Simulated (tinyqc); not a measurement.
# Worked calculation: space-charge-limited current with shallow traps

Numbers from tinyqc (`OMP_NUM_THREADS=1 python tinyqc.py 2370114 2370115 out.jsonl`; about 0.01 s on one thread of a shared Intel Xeon 2.30GHz). Printed values are rounded.

One carrier type, drift only, an injecting contact at x = 0 (zero field) and thickness L. The share th = y/(1 + y), y = (Nc/Nt) exp(-Et/kB T), of the injected charge is free: J = q mu n F, eps0 eps_r dF/dx = q (n - n0)/th.

Parameters, values chosen for the exercise: temperature T = 350 K; relative permittivity eps_r = 10; mobility mu = 0.028 cm^2/(V s); thickness L = 660 nm; band density of states Nc = 2.5e19 cm^-3; trap density Nt = 6.3e16 cm^-3; trap depth Et = 0.32 eV; free carrier density in equilibrium n0 = 1.5e13 cm^-3; voltage V = 7.1 V.

Constants: q = 1.602176634e-19 C, kB = 1.380649e-23 J/K, Vt = kB T/q, eps0 = 8.8541878128e-14 F/cm where lengths are in cm. Results are converted to the units shown.

Range of the model: Diffusion and a field-dependent mobility are left out. With injecting contacts the diffusion current, about 4 pi^2 Vt th eps0 eps_r mu V/L^3, equals the Mott-Gurney current at V = 35 kB T/q (0.9 V at 300 K), so the drift-only result needs V well above that.

## Limits and characteristic voltages

Ohmic J = q n0 mu V/L; Mott-Gurney J = (9/8) th eps0 eps_r mu V^2/L^3; they cross at Vx = 8 q n0 L^2/(9 th eps0 eps_r); traps fill at V_TFL = q Nt L^2/(2 eps0 eps_r).

th = 0.00969552
ohmic J = 0.00723893 A/cm^2
Mott-Gurney J = 0.0474149 A/cm^2
Vx = 1.08397 V
V_TFL = 24.8290 V

## The exact current

Exact: with u = n0/n(L), w = -u - ln(1 - u) and v = -u - u^2/2 - ln(1 - u), V = (q n0 L^2/(th eps0 eps_r)) v/w^2 and J = q^2 n0^2 mu L/(th eps0 eps_r w). v/w^2 falls steadily with u, so u follows by bisection.

v/w^2 = 5.82222
u = 0.201407
w = 0.0234969
J = 0.0529146 A/cm^2
exit field over V/L = 1.47223

J is 3.2 % below the plain sum of the two limits; the exit field lies between the ohmic 1 and the Mott-Gurney 1.5.
